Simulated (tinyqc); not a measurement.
# Undoped symmetric double-gate MOSFET, analytic potential model: effect of the temperature

An undoped body of thickness ts between two equal insulators and tied gates; long channel, electrons only, n = ni exp((psi - V)/Vt) with V the quasi-Fermi potential (0 at the source, Vd at the drain), constant mobility, no quantisation. Across the body psi(x) = V - 2 Vt ln[(ts/(2 beta)) sqrt(q ni/(2 eps0 eps_r Vt)) cos(2 beta x/ts)], x from the centre. Q is the electron charge per area of the whole body.

Nc and Nv are given at 400 K and scale as (T/400 K)^1.5; Eg and mu are held fixed. ni = sqrt(Nc Nv) exp(-Eg/(2 Vt)), Eg in volts; r = eps_r tox/(eox ts); V0 = dphi + 2 Vt ln[(2/ts) sqrt(2 eps0 eps_r Vt/(q ni))]. beta (between 0 and pi/2) solves (Vg - V0 - V)/(2 Vt) = ln(beta) - ln(cos beta) + 2 r beta tan(beta). Q = 8 eps0 eps_r Vt beta tan(beta)/ts; I = mu (1/L)(4 eps0 eps_r/ts)(2 Vt)^2 [g(beta_s) - g(beta_d)] per width, g = beta tan(beta) - beta^2/2 + r beta^2 tan^2(beta), with beta_s at V = 0 and beta_d at V = Vd.  I(low) is taken at Vg = 0.65 V, Qs and I(high) at Vg = 1.4 V.

Inputs (values chosen for the exercise); material values close to those of gallium arsenide: band gap Eg = 1.42 eV; relative permittivity of the semiconductor eps_r = 12.8; conduction-band density of states at the reference temperature Nc = 6.79e17 cm^-3; valence-band density of states at the reference temperature Nv = 1.38e19 cm^-3; relative permittivity of the gate insulator eox = 7.58; insulator thickness tox = 2.5 nm; body thickness ts = 6 nm; gate work function less that of the intrinsic body dphi = 0.17 V; channel mobility mu = 480 cm^2/(V s); gate length L = 0.1 um; drain voltage Vd = 0.3 V.

Constants: q = 1.602176634e-19 C, kB = 1.380649e-23 J/K, Vt = kB T/q, eps0 = 8.8541878128e-14 F/cm where lengths are in cm. Results are converted to the units shown.

Effect of the temperature:
```
T (K)   V0 (V)  I(low) (nA/um)  Qs(high) (nC/cm^2)  I(high) (uA/um)
220    0.89649        0.058811              2278.2           2238.4
250    0.89736         0.34714              2247.3           2208.4
280    0.89808          1.4465              2220.5           2183.7
310    0.89866          4.6925              2197.4           2163.6
340    0.89911          12.634              2177.4           2147.4
370    0.89945          29.484              2160.2           2134.7
400    0.89968          61.507              2145.5           2124.9
430    0.89982          117.28              2132.9           2117.7
```

What does the comparison show?

As T goes from 220 to 430 K, I(low) rises from 0.0588 to 117 nA/um and I(high) falls from 2240 to 2120 uA/um. V0 stays near 0.899 V. In every row the surface density at the source at the higher gate voltage passes 0.3 Nc, where Boltzmann statistics fail. In every row mu V/L at the higher gate voltage, with V the smaller of Vd and Vg - V0, passes 3e6 cm/s, so velocity saturation would lower the current. In every row the mobility is held fixed, though a real one changes with T. In every row the body is thin enough for quantum confinement, left out here, to raise the threshold.

Numbers from tinyqc (`OMP_NUM_THREADS=1 python tinyqc.py 2440040 2440041 out.jsonl`; about 0.01 s on one thread of a shared Intel Xeon 2.30GHz).
